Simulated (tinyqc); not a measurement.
## Length offset and series resistance from crossing lines

Inverse problem. R_total = Rs + k (L - dL)/Vo with constant Rs, dL and k. Find k, dL and Rs.

R_total at (L, Vo) = (90, 0.31), (180, 0.31), (90, 0.87) and (180, 0.87), L in nm and Vo in V (ohm um): 1386.1935  3070.0645  622.66667  1222.6667

Solution. At each overdrive R is a straight line in L with slope k/Vo; the two lines cross at L = dL, R = Rs.

k = 5.800 ohm um V/nm
dL = 26.60 nm
Rs = 200.0 ohm um

Program tinyqc, `OMP_NUM_THREADS=1 python tinyqc.py 2282177 2282178 out.jsonl`; Intel Xeon 2.30GHz, shared host, one thread, about 0.03 s.
